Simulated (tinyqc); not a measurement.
Worked calculation: chemical-mechanical planarisation: Preston law, pattern density and step-height reduction. Computed by tinyqc, a small Python program that keeps every step. Command: `OMP_NUM_THREADS=1 python tinyqc.py 3031914 3031915 out.jsonl cmp walk`. One thread of a shared host (Intel(R) Xeon(R) Processor @ 2.30GHz), about 0.01 s of CPU time with the checks. Intermediate numbers are printed to about 5 digits and carried at full precision; extremes and crossings named in words are read from the listed rows.

A row of 10 cells, repeated periodically, holds raised features that cover a share rho of each cell.

Inputs (values chosen for the exercise, close to those used for copper polishing):
```
quantity                          value  unit
Preston coefficient K           2.3e-13  1/Pa
pressure P                           40   kPa
platen and carrier speed            110   rpm
distance between the centres         19    cm
initial step height h0              710    nm
contact height h_c                   78    nm
film above the raised areas z0     1600    nm
cell size                           2.2    mm
planarisation length                2.9    mm
polish time t                        33     s
```

local pattern densities, cell by cell: 0.3  0.8  0.1  0.3  0.7  0.8  0.4  0.9  0.8  0.1

## Blanket rate

With equal rotation speeds the relative speed is uniform, v = omega r_c; Preston rate R0 = K P v.

relative speed v = 2.1886 m/s

blanket rate R0 = 20.136 nm/s

## Effective density

The stiff pad averages the density: rho_eff(i) = sum_j w_ij rho_j / sum_j w_ij, w = exp(-2 d^2/L^2), L the planarisation length and d the distance between cell centres, summed over all periodic images of cell j.

normalised weights (images included) for cells 0, 1, 2, ... apart: 0.60506  0.19139  0.00606  0.00002  0.00000  0.00000

effective densities: 0.35925  0.56306  0.27711  0.34434  0.63714  0.70187  0.57649  0.77970  0.67971  0.28134

Local densities span 0.1 to 0.9, effective ones 0.277 to 0.780.

## State at time t

While h > h_c only raised areas polish, at R0/rho_eff, until t_c = rho_eff (h0 - h_c)/R0. After that h = h_c exp(-(t - t_c)/tau), tau = rho_eff h_c/R0; low areas polish at R0 (1 - h/h_c) and raised areas at R0 [1 + (1 - rho_eff) h/(rho_eff h_c)]. Removed from raised areas after t_c: h0 - h_c + R0 (t - t_c) + (1 - rho_eff)(h_c - h); from low areas: R0 (t - t_c) - rho_eff (h_c - h). Film left = z0 less the removal from raised areas.

Cells:
```
cell  rho_eff  t_c (s)  step h (nm)  removed, raised (nm)  removed, low (nm)  film left on raised areas (nm)
1     0.35925   11.276       0.0000                1119.4             409.41                          480.59
2     0.56306   17.673       0.0692                 974.7             264.74                          625.33
3     0.27711    8.698       0.0000                1177.7             467.72                          422.28
4     0.34434   10.808       0.0000                1130.0             419.99                          470.01
5     0.63714   19.998       0.4020                 922.0             212.36                          678.04
6     0.70187   22.030       1.3797                 875.7             167.11                          724.27
7     0.57649   18.094       0.0985                 965.1             255.22                          634.87
8     0.77970   24.473       4.6340                 819.9             114.50                          780.13
9     0.67971   21.334       0.9289                 891.6             182.51                          708.42
10    0.28134    8.831       0.0000                1174.7             464.72                          425.28
```

range of film left across the row = 357.86 nm

largest remaining step = 4.6340 nm

thinnest film left = 422.28 nm

10 of 10 cells have reached contact. The cell with the lowest rho_eff has lost the most film from its raised areas.

## Local against global planarity over time

Times are multiples of h0/R0; the range is the largest minus the smallest removal from raised areas.

Steps and range (nm):
```
multiple   t (s)  largest step  smallest step  range across the row  mean removal from raised areas
0.10       3.526        618.94         453.79                165.15                           157.0
0.20       7.052        527.88         197.57                330.31                           314.0
0.30      10.578        436.82          13.53                443.29                           461.2
0.45      15.867        300.23           0.10                422.91                           617.7
0.60      21.157        163.63           0.00                392.88                           754.2
0.80      28.209         22.64           0.00                361.82                           907.7
1.00      35.261          2.19           0.00                357.32                          1050.7
1.30      45.839          0.07           0.00                356.85                          1263.8
1.70      59.944          0.00           0.00                356.84                          1547.8
```

Local steps shrink to 0.01 nm or less, but the range across the row reaches up to 443.3 nm among these rows and ends at 356.8 nm, against the limit (largest - smallest rho_eff) h0 = 356.8 nm: once flat, all cells polish alike and the difference stays. Evener density (dummy fill), a longer planarisation length or a smaller initial step reduces it. Caution: in the last rows the removal passes z0 somewhere, so they describe a thicker film than the one given.

Checks made by the program: volume removed per cell equals R0 t (relative difference below 1e-10).
